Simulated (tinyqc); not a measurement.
# Hot electrons in a saturated n-channel MOSFET, lucky-electron model, step by step

Computed by the program tinyqc: `OMP_NUM_THREADS=1 python tinyqc.py 2550123 2550124 out.jsonl`, one thread of a shared Intel Xeon 2.30GHz, about 0.01 s for the whole run. Printed values are rounded.

Beyond pinch-off the lateral field grows as Esat cosh(y/l) over the velocity-saturated region (pseudo-two-dimensional model). Impact ionisation in this region gives the substrate current, which biases the body forward through Rsub. Currents are per width. Local-field laws: they overstate ionisation when the field peak is narrower than an energy relaxation length.

Values chosen for this exercise; values close to those of silicon n-channel devices:
- L = 0.25 um (channel length)
- tox = 5.5 nm (oxide thickness)
- xj = 100 nm (junction depth)
- VT = 0.72 V (threshold)
- mu = 380 cm^2/(V s) (effective mobility)
- vs = 8.7e6 cm/s (saturation velocity)
- Ai = 2e6 1/cm (ionisation prefactor)
- Bi = 1.73 MV/cm (ionisation field)
- Rd = 0 ohm um (resistance of the lightly doped drain)
- Rsub = 4000 ohm um (substrate resistance)
- kb = 0.27 (fall of VT per volt of forward body bias)
- lm = 9.3 nm (hot-electron mean free path)
- pb = 3.2 V (oxide barrier)
- Cg = 0.0011 (prefactor of the gate current)
- m = 3 (lifetime exponent)
- Hl = 1200 s uA/um (lifetime constant)
- Vd = 2.1 V (drain voltage)
- Vg = 1.3 V (gate voltage)

Constants: eps0 = 8.8541878128e-14 F/cm where lengths are in cm. Results are converted to the units shown.

## Length and field scales

Cox = 3.9 eps0/tox, l = sqrt(3 tox xj), Esat = 2 vs/mu.

Cox = 0.627842 uF/cm^2
l = 40.6202 nm
Esat = 0.0457895 MV/cm
Esat L = 1.14474 V

## Iteration 1: body bias from the substrate current

Vb at the start = 0 V

Cox = 3.9 eps0/tox. Overdrive g = Vg - VT + kb Vb; Vdsat = g Esat L/(g + Esat L); Id = Cox vs (g - Vdsat); dV = Vd - Id Rd - Vdsat; Em = sqrt((dV/l)^2 + Esat^2); Isub = Id (Ai/Bi) l Em exp(-Bi/Em). Vb(new) = Rsub Isub.

Vdsat = 0.384956 V
Id = 106.538 uA/um
dV = 1.71504 V
Em = 0.424690 MV/cm
Isub = 3.61559 uA/um
Vb after iteration 1 = 0.0144623 V

## Iteration 2: body bias from the substrate current

As before.

Vdsat = 0.386672 V
Id = 107.733 uA/um
dV = 1.71333 V
Em = 0.424270 MV/cm
Isub = 3.63784 uA/um
Vb after iteration 2 = 0.0145514 V

## Course of the iteration: body bias from the substrate current

Stop when Vb changes by less than 1e-9 V, or after 60 iterations.

Course of the iteration:
```
iteration     Vb (V)  |change| (V)
1          0.0144623        0.0145
2          0.0145514       8.90e-5
3          0.0145519       5.46e-7
4          0.0145519       3.35e-9
5          0.0145519      2.06e-11
```

Converged in 5 iterations. At the end each change is about 0.0061 times the one before: linear convergence.

## Gate current, lifetime and channel shortening

Id = 107.740 uA/um
dV = 1.71332 V
Em = 0.424268 MV/cm
Isub = 3.63798 uA/um

Ig = Cg Id exp(-pb/(lm Em)); lifetime tau = (Hl/Id)(Isub/Id)^(-m); length of the saturated region dL = l ln[(dV/l + Em)/Esat]. 1 year = 3.15576e7 s.

Isub/Id = 0.0337661
Ig = 35.6118 pA/um
tau = 0.00916761 years
dL = 118.470 nm

The lifetime misses ten years. Integrating Ai exp(-Bi/E) over the cosh profile gives Isub/Id = 0.0282, so the closed form is 20 % above it.
